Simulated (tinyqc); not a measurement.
# Threshold-voltage variability of a planar MOSFET, analytic estimates, step by step

tinyqc, about 0.01 s, one thread, Intel Xeon 2.30GHz (shared host): `OMP_NUM_THREADS=1 python tinyqc.py 2090133 2090134 out.jsonl` Printed values are rounded.

Three independent sources add in quadrature: random dopants in the depleted layer, metal-gate grains of two orientations, and roughness of the two gate edges acting through the roll-off VT = VT(long) - Vr exp(-L/l). These are first-order estimates: no three-dimensional electrostatics, no percolation.

Parameters, values chosen for the exercise; material values close to those of silicon: temperature T = 325 K; band gap Eg = 1.11 eV; relative permittivity of the semiconductor eps_r = 11.7; conduction-band density of states at T Nc = 3.15e19 cm^-3; valence-band density of states at T Nv = 2.93e19 cm^-3; channel doping Na = 3.5e18 cm^-3; oxide-equivalent thickness in inversion ti = 1.1 nm; gate length L = 65 nm; gate width W = 240 nm; metal grain size G = 4 nm; work-function difference of the two grain orientations dW = 0.1 eV; share of the orientation of higher work function p = 0.5; rms roughness of one gate edge De = 0.7 nm; correlation length of the roughness La = 20 nm; decay length of the threshold roll-off l = 12 nm; prefactor of the roll-off Vr = 2.4 V; subthreshold factor n = 1.32; gm/I of a matched pair gI = 20 1/V; spread of the gain factor of one device sb = 2.8 %; number of cells Nb = 65536; wanted yield Y = 0.9.

Constants: q = 1.602176634e-19 C, kB = 1.380649e-23 J/K, Vt = kB T/q, eps0 = 8.8541878128e-14 F/cm where lengths are in cm. Results are converted to the units shown.

## Random dopants

ni = sqrt(Nc Nv) exp(-Eg/(2 Vt)), Eg in volts; Cox = 3.9 eps0/ti; Wd = sqrt(4 eps0 eps_r Vt ln(Na/ni)/(q Na)); dopants: s1 = (q/Cox) sqrt(Na Wd/(3 L W)). The slope A1 = s1 sqrt(L W); mean number of dopants Na L W Wd.

Cox = 3.139212 uF/cm^2
Wd = 19.11531 nm
mean number of dopants = 1043.696
A1 = 0.7621735 mV um
s1 = 6.102272 mV

Counting alone, 1/sqrt(N) of the depletion voltage q Na Wd/Cox = 341 mV, would give sqrt(3) times more: dopants deep in the layer act less on the surface.

## Metal grains and edge roughness

Grains: Ng = L W/G^2 (at least 1), s2 = dW sqrt(p (1 - p)/Ng). Edges, with exponential correlation and u = W/La: the mean gate length has sL^2 = 2 De^2 (2/u)[1 - (1 - exp(-u))/u]; s3 = sL (Vr/l) exp(-L/l).

Ng = 975
s2 = 1.601282 mV
sL = 0.3869397 nm
dVT/dL = 0.8883857 mV/nm
s3 = 0.3437517 mV

## Total spread, mismatch and leakage

s = sqrt(s1^2 + s2^2 + s3^2). For a pair: s(dVT) = sqrt(2) s; current mismatch sqrt(2) sqrt((gI s)^2 + sb^2); input offset = current mismatch/gI. For a Gaussian VT the off current is log-normal with mean/median = exp(s^2/(2 (n Vt)^2)).

s = 6.318227 mV
s(dVT) = 8.935322 mV
current mismatch = 18.30410 %
input offset = 9.152048 mV
mean/median of Ioff = 1.014712

The dopants give 93.3 % of the variance; without them s would be 1.64 mV.

## Iteration 1: margin in standard deviations for the wanted yield

k at the start = 2

Cells fail independently with probability Q(k) = erfc(k/sqrt(2))/2 when the margin is k standard deviations, and Y = exp(-Nb Q(k)). phi = exp(-k^2/2)/sqrt(2 pi). Newton steps on ln Q(k) = ln(-ln(Y)/Nb): k(new) = k + [ln Q - ln(-ln(Y)/Nb)] Q/phi.

Q(k) = 0.02275013
phi = 0.05399097
k after iteration 1 = 6.027252

## Iteration 2: margin in standard deviations for the wanted yield

As before.

Q(k) = 8.338524e-10
phi = 5.157447e-9
k after iteration 2 = 4.804271

## Course of the iteration: margin in standard deviations for the wanted yield

Stop when k changes by less than 1e-9, or after 30 iterations.

Course of the iteration:
```
iteration         k  |change|
1          6.027252      4.03
2          4.804271      1.22
3          4.658667     0.146
4          4.656562   2.10e-3
5          4.656561   4.40e-7
6          4.656561   < 1e-12
```

Converged in 6 iterations. At the end the number of correct digits about doubles with each step. With s(dVT) = 8.94 mV, 4.66 standard deviations are 41.6 mV.
